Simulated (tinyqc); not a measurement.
Inside a calculation: thin (001) film in sp3s* tight binding with raised dangling bonds. Values are carried at full precision from step to step, so a last printed digit may differ when a step is redone from the rounded ones.

sp3s* tight binding, nearest neighbours only: anion (a) at 0, cation (c) at a/4 (1,1,1), orbitals s, px, py, pz, s* on each; k in units of 2 pi/a. With phases e_j = exp(i (pi/2) k.n_j) for n = (1,1,1), (1,-1,-1), (-1,1,-1), (-1,-1,1): g0 = (e1+e2+e3+e4)/4, g1 = (e1+e2-e3-e4)/4, g2 = (e1-e2+e3-e4)/4, g3 = (e1-e2-e3+e4)/4. The diagonal holds the levels Esa, Epa, Exa (s*) and Esc, Epc, Exc. Anion-cation block: <sa|sc> = Vss g0; <sa|xc> = Vsapc g1; <xa|sc> = -Vscpa g1; <xa|xc> = Vxx g0; <xa|yc> = <ya|xc> = Vxy g3, <xa|zc> = <za|xc> = Vxy g2, <ya|zc> = <za|yc> = Vxy g1; <s*a|xc> = Vxapc g1; <xa|s*c> = -Vpaxc g1; y and z take g2 and g3 in place of g1; s-s* and s*-s* vanish.

Inputs chosen for the exercise (out of a larger set: near a published set for InAs, fitted to gaps, whose masses and valley positions are rough; not measured data): p = (-9.579, 0.913, -2.736, 3.706, 7.428, 6.782, -5.582, 1.839, 4.45, 3.059, 5.425, 3.375, 3.913) eV (order Esa, Epa, Esc, Epc, Exa, Exc, Vss, Vxx, Vxy, Vsapc, Vscpa, Vxapc, Vpaxc); N = 5 (atomic planes in the small film); dl = 30 eV (shift of the dangling hybrids).

## Bulk edges along [001]

Gap at Gamma and minimum on (0,0,kz), kz from 0.5 to 1, from the bulk Ev. States at zero in-plane momentum come from this line alone.

edges (eV): Gamma 0.3893, Delta 2.2813

kz of the minimum = 1.0000 2 pi/a

## The two blocks of the small film

Planes alternate anion (a), cation (c) along [001], a/4 apart, starting with an anion; zero in-plane momentum; levels counted from the bulk Ev, the lower root of [[Epa, Vxx], [Vxx, Epc]]; no spin-orbit coupling. Block of s, pz, s*: from an anion to the cation above, Vss/2 (s,s), Vsapc/2 (s,z), -Vscpa/2 (z,s), Vxx/2 (z,z), Vxapc/2 (s*,z), -Vpaxc/2 (z,s*); to the cation below the same with the s-z and s*-z signs reversed. Block of u = (px + py)/sqrt2 and v = (px - py)/sqrt2: to the cation above (Vxx + Vxy)/2 for u and (Vxx - Vxy)/2 for v, to the cation below the reverse. Each surface atom has two dangling sp3 hybrids; raising both by dl adds (dl/2) [[1, t], [t, 1]] to its s, pz levels (t = -1 at the bottom face, +1 at the top) and dl to the one of u, v in whose plane the missing bonds lie (v for a bottom anion or a top cation, u for a top anion).

Fill them in.

s, pz, s* block (eV):
```
         sa1      za1    *a1     sc2     zc2     *c2     sa3     za3     *a3     sc4     zc4     *c4
sa1    5.421  -15.000      0  -2.791   1.530       0       0       0       0       0       0       0
za1  -15.000   15.913      0  -2.712   0.919  -1.956       0       0       0       0       0       0
*a1        0        0  7.428       0   1.688       0       0       0       0       0       0       0
sc2   -2.791   -2.712      0  -2.736       0       0  -2.791   2.712       0       0       0       0
zc2    1.530    0.919  1.688       0   3.706       0  -1.530   0.919  -1.688       0       0       0
*c2        0   -1.956      0       0       0   6.782       0   1.956       0       0       0       0
sa3        0        0      0  -2.791  -1.530       0  -9.579       0       0  -2.791   1.530       0
za3        0        0      0   2.712   0.919   1.956       0   0.913       0  -2.712   0.919  -1.956
*a3        0        0      0       0  -1.688       0       0       0   7.428       0   1.688       0
sc4        0        0      0       0       0       0  -2.791  -2.712       0  -2.736       0       0
zc4        0        0      0       0       0       0   1.530   0.919   1.688       0   3.706       0
*c4        0        0      0       0       0       0       0  -1.956       0       0       0   6.782
sa5        0        0      0       0       0       0       0       0       0  -2.791  -1.530       0
za5        0        0      0       0       0       0       0       0       0   2.712   0.919   1.956
*a5        0        0      0       0       0       0       0       0       0       0  -1.688       0

        sa5     za5     *a5
sa1       0       0       0
za1       0       0       0
*a1       0       0       0
sc2       0       0       0
zc2       0       0       0
*c2       0       0       0
sa3       0       0       0
za3       0       0       0
*a3       0       0       0
sc4  -2.791   2.712       0
zc4  -1.530   0.919  -1.688
*c4       0   1.956       0
sa5   5.421  15.000       0
za5  15.000  15.913       0
*a5       0       0   7.428
```

u, v block (eV):
```
       ua1     va1     uc2     vc2     ua3     va3     uc4     vc4     ua5    va5
ua1  0.913       0   3.144       0       0       0       0       0       0      0
va1      0  30.913       0  -1.306       0       0       0       0       0      0
uc2  3.144       0   3.706       0  -1.306       0       0       0       0      0
vc2      0  -1.306       0   3.706       0   3.144       0       0       0      0
ua3      0       0  -1.306       0   0.913       0   3.144       0       0      0
va3      0       0       0   3.144       0   0.913       0  -1.306       0      0
uc4      0       0       0       0   3.144       0   3.706       0  -1.306      0
vc4      0       0       0       0       0  -1.306       0   3.706       0  3.144
ua5      0       0       0       0       0       0  -1.306       0  30.913      0
va5      0       0       0       0       0       0       0   3.144       0  0.913
```

## Levels of the small film

Diagonalise both blocks.

levels of the s, pz, s* block (eV): -11.974  -8.861  -7.394  -2.972  0.997  2.493  2.680  3.726  6.775  7.428  8.040  8.296  9.149  26.699  26.703

levels of the u, v block (eV): -1.807  -1.807  -0.614  -0.614  5.194  5.194  6.400  6.400  30.976  30.976

No level lies between 0 and the bulk edge 0.389 eV; confinement has widened the gap at zero in-plane momentum to 1.611 eV.

## Checks

- Lowest conduction level of 201 planes, with the dangling hybrids shifted far away, against the bulk edge: 0.3971 against 0.3893.

Run: tinyqc, `OMP_NUM_THREADS=1 python tinyqc.py 1481096 1481097 out.jsonl`; Intel(R) Xeon(R) Processor @ 2.30GHz, one thread, shared host; about 0.4 s of CPU time with all checks.
